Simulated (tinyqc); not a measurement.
# Amplitude against the length of the filling pulse

In DLTS the amplitude of the capacitance transient follows the share of traps filled by the pulse. In the neutral layer an empty trap fills as 1 - exp(-tp/tc), tc = 1/(sn vth(T) Nd), vth(T) = vth (T/300 K)^0.5; emission during the pulse and slow capture at the depletion edge are neglected.

Values chosen for this exercise: thermal velocity at 300 K vth = 2.3e7 cm/s; shallow donor density Nd = 1.4e15 cm^-3; capture cross-section sn = 1.7e-16 cm^2; temperature of the transient T = 114 K.

Amplitude against the length of the filling pulse:
```
tp (s)	tp/tc	amplitude over its full value	ln(1 - that)
2.1e-8	0.070862	0.068410	-0.070862
3.4e-8	0.11473	0.10839	-0.11473
5.7e-8	0.19234	0.17497	-0.19234
9.5e-8	0.32057	0.27426	-0.32057
1.6e-7	0.53990	0.41720	-0.53990
2.6e-7	0.87734	0.58411	-0.87734
4.4e-7	1.4847	0.77344	-1.4847
7.3e-7	2.4633	0.91485	-2.4633
1.2e-6	4.0493	0.98257	-4.0493
2e-6	6.7488	0.99883	-6.7488
```

Read the table: what changes, and by how much?

The amplitude rises from 0.0684 to 0.999 of its full value. The last column is linear in tp with slope -1/tc, tc = 2.96e-7 s, which gives the cross-section from Nd and vth, independently of the Arrhenius intercept; 99 % filling needs 1.36e-6 s.

Computed by the program tinyqc: `OMP_NUM_THREADS=1 python tinyqc.py 2050037 2050038 out.jsonl`, one thread of a shared Intel Xeon 2.30GHz, about 0.01 s for the whole run.
